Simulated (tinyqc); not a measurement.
Band bending at a free surface with a continuum of surface states, surface photovoltage and Kelvin probe: two steps of the calculation.

n-type bulk, xi = Ec - EF = Vt ln(Nc/Nd), p0 = ni^2/Nd, ni = sqrt(Nc Nv) exp(-Eg/(2 Vt)), Eg in volts. b is the upward band bending, u = b/Vt. Space charge per area, in units of q: Qc = sign(b) sqrt((2 eps0 eps_r Vt/q) [(Nd + dn)(exp(-u) - 1) + Nd u + (p0 + dn)(exp(u) - 1)]), with dn the excess density under light (flat quasi-Fermi levels; 0 in the dark). The states hold -Ds (E0 - xi - b): negative while the Fermi level lies above the neutrality level. Neutrality: Qc + Qf + (charge of the states) = 0.

Parameters, values chosen for the exercise; band and dielectric values close to those of silicon: temperature T = 300 K; band gap Eg = 1.12 eV; relative permittivity eps_r = 11.6; conduction-band density of states at T Nc = 2.76e19 cm^-3; valence-band density of states at T Nv = 2.67e19 cm^-3; electron affinity chi = 4.06 eV; donor density Nd = 3.1e17 cm^-3; work function of the probe tip pt = 4.64 eV; depth of their neutrality level below the conduction edge E0 = 0.35 eV; excess carrier density under light dn = 2e12 cm^-3.

Constants: q = 1.602176634e-19 C, kB = 1.380649e-23 J/K, Vt = kB T/q, eps0 = 8.8541878128e-14 F/cm where lengths are in cm. Results are converted to the units shown.

Question 1. Work function and Kelvin-probe reading. Work function chi + xi + b; contact potential difference CPD = (work function of the sample) - pt. Depth of EF below Ec at the surface: xi + b. Depletion width Qc/Nd.

converged b = 0.20122332 V

Give: xi + b; Qc; Qc/Nd; work function; CPD.

Answer 1.

xi + b = 0.31727 eV
Qc = 8.3490e11 cm^-2
Qc/Nd = 26.932 nm
work function = 4.3773 eV
CPD = -262.73 mV

The Fermi level lies 32.7 meV above the neutrality level.

Question 2. Surface photovoltage. Under chopped light the surface charge keeps its dark value, so b falls to bL with Qc(bL, dn) = Qc(b, 0); the photovoltage is b - bL. Qc rises with b, so bL follows by bisection.

converged b = 0.20122332 V

Find: bL; photovoltage; share of b removed; excess holes at the surface, dn exp(bL/Vt).

Answer 2.

bL = 0.20083 V
photovoltage = 0.39424 mV
share of b removed = 0.19592 %
excess holes at the surface, dn exp(bL/Vt) = 4.7294e15 cm^-3

tinyqc, about 0.01 s, one thread, Intel Xeon 2.30GHz (shared host): `OMP_NUM_THREADS=1 python tinyqc.py 2430006 2430007 out.jsonl`
